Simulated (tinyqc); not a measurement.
Two coupled magnetic layers: synthetic antiferromagnet, spin flop, exchange bias and magnetoresistance: one step, computed by the program tinyqc. Command: `OMP_NUM_THREADS=1 python tinyqc.py 3011975 3011976 out.jsonl saf walk`. One thread of a shared host (Intel(R) Xeon(R) Processor @ 2.30GHz), about 0.3 s of CPU time with the checks.

Moments lie in the plane at the angles p1, p2 from the field. Energy per area: E = J1 cos(p1 - p2) + J2 cos^2(p1 - p2) - B M_s (t1 cos p1 + t2 cos p2) + K (t1 sin^2 p1 + t2 sin^2 p2).

Task: Saturation field. The parallel state is stable while the Hessian at p1 = p2 = 0 is positive: with c = J1 + 2 J2 and u = B M_s + 2K, (u t1 - c)(u t2 - c) > c^2, so B_sat M_s = c (1/t1 + 1/t2) - 2K. B_K = 2K/M_s.

Inputs (values chosen for the exercise, for a model stack):
```
quantity,value,unit
saturation magnetisation M_s,1070,kA/m
thickness t1,4.2,nm
thickness t2,4.2,nm
antiferromagnetic coupling J1,0.83,mJ/m^2
biquadratic coupling J2,0.013,mJ/m^2
in-plane anisotropy K,0.55,kJ/m^3
field over the saturation field,0.48,-
```

Field direction: along the easy axis.

Give: exchange field c (1/t1 + 1/t2)/M_s; B_K; saturation field B_sat; applied field B.

Result:

exchange field c (1/t1 + 1/t2)/M_s = 381.0 mT

B_K = 1.028 mT

saturation field B_sat = 379.9 mT

applied field B = 182.4 mT
